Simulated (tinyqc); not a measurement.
From results to parameters: two-site tight-binding chain. Computed by the program tinyqc.

Problem. A two-site chain has site energies +delta (A) and -delta (B) and hoppings t1 > t2 > 0, so E = +/- sqrt(delta^2 + |t1 + t2 exp(-ika)|^2). Find delta, t1 and t2.

upper band at k = 0 = 4.397693 eV
upper band at the zone edge = 0.805295 eV
weight of the upper band on site A at the zone edge = 0.940832

Solution. The weight on A is (1 + delta/E)/2, which gives delta; then t1 + t2 = sqrt(E(0)^2 - delta^2) and t1 - t2 = sqrt(E(edge)^2 - delta^2).

delta, t1, t2 (eV): 0.7100  2.3600  1.9800
